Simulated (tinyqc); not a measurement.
Levels of description: finite square well with mass mismatch (envelope functions).

A square well of width L and depth V0, mass mw inside and mb outside, energies from the bottom of the well, c = hbar^2/2m0. k = sqrt(mw E/c), kappa = sqrt(mb (V0 - E)/c). psi and psi'/m are continuous at the walls (BenDaniel-Duke), so level n solves k L + 2 atan[(k/mw)/(kappa/mb)] = n pi.

Non-parabolic bands: mw is replaced by mw (1 + alpha_w E) and mb by mb (1 - alpha_b (V0 - E)), in k, kappa and the matching condition alike.

Constants: hbar^2/2m0 = 3.80998211 eV angstrom^2.

Parameters, chosen for this exercise (near those of a strained Si well in SiGe; not measured data): L = 51 angstrom (well width); V0 = 0.175 eV (barrier height); mw = 0.904 m0 (mass in the well); mb = 0.901 m0 (mass in the barrier); alpha_w = 0.46 1/eV (non-parabolicity in the well); alpha_b = 0.24 1/eV (non-parabolicity in the barrier).

The same well five ways. mb = mw: the barrier takes the mass of the well. psi' continuous: kappa holds mb but the condition drops the masses, k L + 2 atan(k/kappa) = n pi. The last column is measured against BenDaniel-Duke.

Levels (eV):

| model | E1 | E2 | E3 | E1 - E1(BDD) (meV) |
|---|---|---|---|---|
| infinite walls | 0.0160 | 0.0640 | 0.1439 | 4.8 |
| mb = mw | 0.0112 | 0.0443 | 0.0972 | 0.0 |
| BenDaniel-Duke | 0.0112 | 0.0443 | 0.0972 | 0.0 |
| psi' continuous | 0.0112 | 0.0443 | 0.0971 | 0.0 |
| non-parabolic | 0.0112 | 0.0439 | 0.0946 | 0.0 |

What can be read from this table?

Hard walls put E1 4.8 meV too high. Ignoring the mass step moves it by 0.0 meV and the wrong matching by 0.0 meV: with mb/mw = 1.00, continuity of psi'/m lets the slope outside be 1.00 times the slope inside, which acts like a harder wall. Non-parabolicity shifts E1 by 0.0 meV, the balance of a heavier mass in the well, which lowers it, and a lighter mass deep in the barrier, which hardens the wall. Among the finite wells the largest departure in E1 is that of the model 'non-parabolic'.

Computed by tinyqc, a small Python program: `OMP_NUM_THREADS=1 python tinyqc.py 1250680 1250681 out.jsonl` (the numbers bound the seed that draws the inputs); one thread of a shared host (Intel(R) Xeon(R) Processor @ 2.30GHz), about 0.01 s for the whole set of steps.
